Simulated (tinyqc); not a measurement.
## Energy and delay of logic against supply voltage: energy and delay against supply voltage

One expression serves below and above threshold: I(Vg) = Ik [ln(1 + exp((Vg - VT + dd V)/(al nf Vt)))]^al, with I_on = I(V) and I_off = I(0). Gate delay td = kd C V/I_on, clock period LD td. Per gate and cycle the switching energy is act C V^2 and the leakage energy I_off V LD td. No short-circuit current, no variation. Minima are sought above 0.09 V; below a few Vt gates no longer switch and the model has no meaning.

EDP = energy times td.

Inputs (values chosen for the exercise); values of the order met in logic technologies: temperature T = 250 K; threshold voltage at zero drain bias VT = 0.27 V; slope factor nf = 1.37; barrier lowering per volt of supply dd = 0.07; specific current of a gate Ik = 0.57 uA; exponent of the current law al = 1.71; load capacitance of a gate C = 3.4 fF; delay factor kd = 1; logic depth LD = 30; activity factor act = 0.02.

Constants: q = 1.602176634e-19 C, kB = 1.380649e-23 J/K, Vt = kB T/q. Results are converted to the units shown.

Result of one run:

| V (V) | I_on (uA) | I_off (nA) | td (ps) | switching (aJ) | leakage (aJ) | energy (aJ) | EDP (fJ ps) |
|---|---|---|---|---|---|---|---|
| 0.73 | 29.87 | 0.3388 | 83.09 | 36.24 | 0.6166 | 36.85 | 3.062 |

What becomes of these results when the supply voltage V is changed from 0.73 to 0.5 V, all else the same?

Result of the changed run:

| V (V) | I_on (uA) | I_off (nA) | td (ps) | switching (aJ) | leakage (aJ) | energy (aJ) | EDP (fJ ps) |
|---|---|---|---|---|---|---|---|
| 0.5 | 9.732 | 0.1970 | 174.7 | 17.00 | 0.5161 | 17.52 | 3.060 |

The whole series:

| V (V) | I_on (uA) | I_off (nA) | td (ps) | switching (aJ) | leakage (aJ) | energy (aJ) | EDP (fJ ps) |
|---|---|---|---|---|---|---|---|
| 0.15 | 0.01271 | 0.08615 | 4.013e4 | 1.530 | 15.56 | 17.09 | 685.7 |
| 0.27 | 0.4741 | 0.1144 | 1936 | 4.957 | 1.795 | 6.752 | 13.07 |
| 0.38 | 3.257 | 0.1484 | 396.7 | 9.819 | 0.6709 | 10.49 | 4.161 |
| 0.5 | 9.732 | 0.1970 | 174.7 | 17.00 | 0.5161 | 17.52 | 3.060 |
| 0.62 | 19.09 | 0.2614 | 110.4 | 26.14 | 0.5369 | 26.68 | 2.945 |
| 0.73 | 29.87 | 0.3388 | 83.09 | 36.24 | 0.6166 | 36.85 | 3.062 |
| 0.85 | 43.82 | 0.4495 | 65.95 | 49.13 | 0.7560 | 49.89 | 3.290 |
| 0.97 | 59.92 | 0.5961 | 55.04 | 63.98 | 0.9548 | 64.94 | 3.574 |
| 1.08 | 76.47 | 0.7718 | 48.02 | 79.32 | 1.201 | 80.52 | 3.866 |
| 1.2 | 96.39 | 1.023 | 42.33 | 97.92 | 1.558 | 99.48 | 4.211 |

td falls from 40100 to 42.3 ps; the energy goes from 17.1 through a minimum of 6.75 (at V = 0.27 V among the rows listed) to 99.5 aJ and the EDP goes from 686 through a minimum of 2.95 (at V = 0.62 V among the rows listed) to 4.21 fJ ps. The exact minima lie at V = 0.255 V for the energy and 0.595 V for the EDP. Going from 1.2 V to the energy minimum saves a factor of 14.9 in energy and costs a factor of 62.2 in delay. Below the minimum the leakage energy rises faster than the switching energy falls, because the clock period grows so steeply.

tinyqc, about 0.01 s, one thread, Intel Xeon 2.30GHz (shared host): `OMP_NUM_THREADS=1 python tinyqc.py 2082051 2082052 out.jsonl`
